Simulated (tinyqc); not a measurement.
Planar ballistic transistor, top-of-the-barrier model: two steps of the calculation.

At the top of the source barrier, states moving towards the drain are filled by the source (Fermi level 0) and states moving back by the drain (Fermi level -q Vd); nothing scatters. U is the shift of the band edge there, set by the capacitances CG, CD and CS (the total) and by the charge. Parabolic two-dimensional band; the source is grounded.

Parameters, values chosen for the exercise; mass and valleys close to those of gallium arsenide: temperature T = 350 K; effective mass m = 0.0644 m0; valley degeneracy gv = 1; relative permittivity of the gate insulator eox = 3.9; insulator thickness tox = 3.2 nm; gate control CG/CS aG = 0.89; drain control CD/CS aD = 0.097; band edge at the barrier top above the source Fermi level at zero bias E0 = 0.22 eV; gate voltage Vg = 0.6 V; drain voltage Vd = 0.05 V.

Constants: q = 1.602176634e-19 C, kB = 1.380649e-23 J/K, hbar = 1.054571817e-34 J s, m0 = 9.1093837015e-31 kg, Vt = kB T/q, eps0 = 8.8541878128e-14 F/cm where lengths are in cm. Results are converted to the units shown.

Problem 1. Density of states, capacitances and charge at zero bias. N0 = gv m kB T/(pi hbar^2), CG = eps0 eox/tox, vT = sqrt(2 kB T/(pi m)), CS = CG/aG, n0 = n at U = 0 and Vd = 0. eta1 = -(E0 + U)/Vt, eta2 = eta1 - Vd/Vt, n = (N0/2)[F_0(eta1) + F_0(eta2)], F_0(x) = ln(1 + exp x). UL = -(aG Vg + aD Vd).

Give: N0; CG; CS; n0; UL.

Solution 1.

N0 = 8.1138e11 cm^-2
CG = 1.0791 uF/cm^2
CS = 1.2125 uF/cm^2
n0 = 5.5108e8 cm^-2
UL = -0.53885 eV

Problem 2. Self-consistent potential at the barrier top. U(out) = UL + q (n - n0)/CS. Newton step: U(new) = U + (U(out) - U)/(1 + CQ/CS), CQ = (q/Vt) dn/d(eta1) with both F' summed; F_0'(x) = 1/(1 + exp(-x)).

U at the start (U = UL) = -0.53885000 eV
N0 = 8.1137943e11 cm^-2
CS = 1.2124766 uF/cm^2
n0 = 5.5108162e8 cm^-2
UL = -0.53885000 eV

Give: eta1; eta2; n; U(out); CQ; U after iteration 1.

Solution 2.

eta1 = 10.572
eta2 = 8.9139
n = 7.9052e12 cm^-2
U(out) = 0.50568 eV
CQ = 4.3098 uF/cm^2
U after iteration 1 = -0.30951 eV

tinyqc, about 0.01 s, one thread, Intel Xeon 2.30GHz (shared host): `OMP_NUM_THREADS=1 python tinyqc.py 2400091 2400092 out.jsonl`
